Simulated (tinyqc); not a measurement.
# Offset from the accumulated charge

Inverse problem. Layer 1 (x < 0) accumulates electrons and layer 2 (x > 0) is depleted. Boltzmann statistics. Sheet densities from the first integral: Q1 = sqrt((2 eps0 eps_r Vt N1/q)(exp(u1) - u1 - 1)) extra electrons, Q2 = sqrt((2 eps0 eps_r Vt N2/q)(exp(-u2) + u2 - 1)) missing ones, u = V/Vt; neutrality Q1 = Q2 + si. V1 + V2 = dE + Vt ln[(N2/Nc2)/(N1/Nc1)]. Find V1, V2 and dE.

Values chosen for this exercise; values of the order of III-V alloys:
- T = 300 K (temperature)
- eps_r = 13.2 (relative permittivity of both layers)
- Nc1 = 4.8e17 cm^-3 (density of states of the narrow-gap layer 1)
- Nc2 = 8.9e17 cm^-3 (density of states of the wide-gap layer 2)
- N1 = 2.2e16 cm^-3 (donor density in layer 1)
- N2 = 8.5e16 cm^-3 (donor density in layer 2)
- si = 0 cm^-2 (fixed charge at the interface)

Constants: q = 1.602176634e-19 C, kB = 1.380649e-23 J/K, Vt = kB T/q, eps0 = 8.8541878128e-14 F/cm where lengths are in cm. Results are converted to the units shown.

Q1 = 3.3367232e11 cm^-2

Solution. Each sheet density rises steadily with its bending, so Q1 fixes V1 and Q2 = Q1 - si fixes V2.

V1 = 0.07365 V
V2 = 0.1153 V
dE = 0.1700 eV

tinyqc, about 0.1 s, one thread, Intel Xeon 2.30GHz (shared host): `OMP_NUM_THREADS=1 python tinyqc.py 2410087 2410088 out.jsonl`
